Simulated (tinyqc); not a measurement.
Density of states of one tight-binding band on the simple cubic lattice: one step. Gaussian broadening at one energy. Three cases, with inputs chosen for the exercise.

Problem. Sum over the distinct energies with their counts.

Gaussian broadening: g(E) = mean over the mesh of exp(-(E - E_k)^2/(2 sigma^2))/(sigma sqrt(2 pi)), n(E) = mean of erfc((E_k - E)/(sigma sqrt 2))/2.

Case 1.

Values chosen: E = -1.22 eV (energy at which the density is wanted); sigma = 0.528 eV (Gaussian width).

Distinct energies:
```
E_k (eV)    points
-10.920000       1
-7.160000        6
-3.520000       12
-3.400000        3
0.000000         8
0.120000        12
3.520000        12
3.640000         3
6.920000         6
10.200000        1
```

Case 2.

Values chosen: E = -0.7 eV (energy at which the density is wanted); sigma = 0.177 eV (Gaussian width).

Distinct energies:
```
E_k (eV)   points
-4.620000       1
-3.670000       6
-2.810000      12
-2.040000       8
-1.770000       6
-1.090000      24
-0.820000       3
-0.500000      24
-0.230000      12
0.270000       24
0.680000       24
0.950000       12
1.270000       24
1.500000        8
1.540000        3
1.770000        6
1.910000       12
2.230000        6
2.460000        1
```

Case 3.

Values chosen: E = 2.18 eV (energy at which the density is wanted); sigma = 0.204 eV (Gaussian width).

Distinct energies:
```
E_k (eV)   points
-6.240000       1
-4.775116       6
-3.329330      12
-2.404884       6
-1.902643       8
-0.990000      24
0.405786       24
1.299330       12
2.664214       24
4.872643        8
```

Give: n(E); g(E).

Solution.

Case 1.

n(E) = 0.3461
g(E) = 0.0122 1/eV

Case 2.

n(E) = 0.2874
g(E) = 0.1829 1/eV

Case 3.

n(E) = 0.7457
g(E) = 0.0225 1/eV

Computed by tinyqc, one run a case: `OMP_NUM_THREADS=1 python tinyqc.py N N+1 out.jsonl` with N = 1650116, 1650345, 1650941; one thread of a shared Intel(R) Xeon(R) Processor @ 2.30GHz, about 0.3 s a run at most.
